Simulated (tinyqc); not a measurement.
# CMOS latch-up, two-transistor model: several studies

A parasitic pnp (emitter at Vdd, base shunted by Rw) and npn (emitter at ground, base shunted by Rs) feed each other: the npn collector current flows out of the pnp base node, the pnp collector current into the npn base node. Forward-active transistors with constant gains: Icn = Isn exp(Vn/Vt), Icp = Isp (exp(Vp/Vt) - 1). A current Ii is injected into the npn base node.

Parameters, values chosen for the exercise; values close to those of bulk CMOS:

| symbol | value | unit | meaning |
|---|---|---|---|
| T | 325 | K | temperature |
| bn | 22.9 |  | current gain of the npn |
| bp | 1.6 |  | current gain of the pnp |
| Isn | 7.8e-14 | A | saturation current of the npn at T |
| Isp | 3.1e-13 | A | saturation current of the pnp at T |
| Rs | 2000 | ohm | substrate resistance shunting the npn |
| Rw | 1500 | ohm | well resistance shunting the pnp |
| R2 | 160 | ohm | resistance from the pnp collector to the npn base |
| Von | 0.65 | V | base-emitter voltage in the on state |
| Vsat | 0.09 | V | saturation voltage |
| Vdd | 2.5 | V | supply voltage |

Constants: q = 1.602176634e-19 C, kB = 1.380649e-23 J/K, Vt = kB T/q. Results are converted to the units shown.

Each table varies one quantity; the others keep the values above.

## Effect of the resistance from the pnp collector to the npn base

Node equations: Vp/Rw + Icp/bp = Icn and Vn/Rs + Icn/bn = Icp + Ii. Loop gain G = gn gp/[(1/Rw + gp/bp)(1/Rs + gn/bn)], gn = Icn/Vt, gp = (Icp + Isp)/Vt; the off state ends where G = 1, and Ii there is the trigger current. On state with both base-emitter voltages at Von: npn base current Ib = (Von/Rs + bp Von/Rw)/(bn bp - 1), holding current Ih = (bn + 1) Ib + Von/Rs, holding voltage Vh = Vsat + Von + R2 (Ib + Von/Rs).

The same in every row: Vn at trigger (V) = 0.6174; trigger current (mA) = 0.3196; Ih (mA) = 1.008.

Effect of the resistance from the pnp collector to the npn base:
```
R2 (ohm)  Vh (V)
5         0.7418
14        0.7450
37        0.7531
100       0.7754
270       0.8355
740        1.002
2000       1.447
```

As R2 goes from 5 to 2000 ohm, the trigger current stays at 0.320 mA, Ih stays at 1.01 mA and Vh rises from 0.742 to 1.45 V. Vh exceeds the supply Vdd = 2.5 V, which then cannot sustain a latched state, in 0 of the 7 rows.

## Effect of the substrate resistance shunting the npn

Same model as above.

Results:
```
Rs (ohm)  Vn at trigger (V)  trigger current (mA)  Ih (mA)  Vh (V)
200                  0.6211                 3.108    5.894   1.278
390                  0.6197                 1.597    3.249   1.017
750                  0.6186                0.8346    1.913  0.8857
2800                 0.6170                0.2314   0.8528  0.7813
5400                 0.6166                0.1254   0.6660  0.7629
10000                0.6163               0.07287   0.5735  0.7538
20000                0.6161               0.04206   0.5192  0.7485
```

Estimate the missing row, Rs = 1400 ohm.

Computed row:
```
Rs (ohm)  Vn at trigger (V)  trigger current (mA)  Ih (mA)  Vh (V)
1400                 0.6178                0.4520    1.241  0.8195
```

With this row back in the table: As Rs goes from 200 to 20000 ohm, the trigger current falls from 3.11 to 0.0421 mA, Ih falls from 5.89 to 0.519 mA and Vh falls from 1.28 to 0.748 V. Vh exceeds the supply Vdd = 2.5 V, which then cannot sustain a latched state, in 0 of the 8 rows. The trigger current goes as Rs^(-0.93): most of it flows through the shunt.

## Effect of the current gain of the pnp

Same model as above.

Effect of the current gain of the pnp:
```
bp     Vn at trigger (V)  trigger current (mA)  Ih (mA)  Vh (V)
0.056             0.6581                0.3334    29.88  0.9899
0.12              0.6226                0.3216    5.480  0.8265
0.26              0.6188                0.3202    2.436  0.8061
0.56              0.6178                0.3198    1.472  0.7997
1.2               0.6174                0.3197    1.088  0.7971
2.6               0.6173                0.3196   0.9177  0.7960
5.6               0.6172                0.3195   0.8419  0.7955
12                0.6172                0.3195   0.8073  0.7952
```

What does the comparison show?

As bp goes from 0.056 to 12, the trigger current falls from 0.333 to 0.320 mA, Ih falls from 29.9 to 0.807 mA and Vh falls from 0.990 to 0.795 V. Vh exceeds the supply Vdd = 2.5 V, which then cannot sustain a latched state, in 0 of the 8 rows. For bp = 0.026 the product of the gains is about one or less, so there is no latched state. For bp = 0.056 Vn at the trigger exceeds the fixed Von of the on-state formulas, so Ih and Vh are too low there.

Numbers from tinyqc (`OMP_NUM_THREADS=1 python tinyqc.py 2670046 2670047 out.jsonl`; about 0.04 s on one thread of a shared Intel Xeon 2.30GHz).
